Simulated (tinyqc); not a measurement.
Fitting sp3s* parameters to three gaps by Newton steps: one step. The first Newton step. Two cases, with inputs chosen for the exercise.

Task: Solve J dp = target less gap; the columns of J are Vss, Vxapc and Vpaxc.

Give: dp.

Case 1.

J:
```
,Vss,Vxapc,Vpaxc
Gamma,-0.929345,0.000000,0.000000
X,0.000000,-0.869548,0.000000
L,-0.240343,-0.286993,-0.095785
```

target less gap (eV): Gamma -0.127193, X 0.148547, L -0.020317

Result:

dp (eV): Vss 0.137, Vxapc -0.171, Vpaxc 0.381

Case 2.

J:
```
,Vss,Vxapc,Vpaxc
Gamma,-0.856618,0.000000,0.000000
X,0.000000,-0.876596,0.000000
L,-0.176467,-0.245475,-0.141121
```

target less gap (eV): Gamma -0.130533, X -0.215902, L -0.115613

Result:

dp (eV): Vss 0.152, Vxapc 0.246, Vpaxc 0.200

Computed by tinyqc, one run a case: `OMP_NUM_THREADS=1 python tinyqc.py N N+1 out.jsonl` with N = 1480487, 1481801; one thread of a shared Intel(R) Xeon(R) Processor @ 2.30GHz, about 0.3 s a run at most.
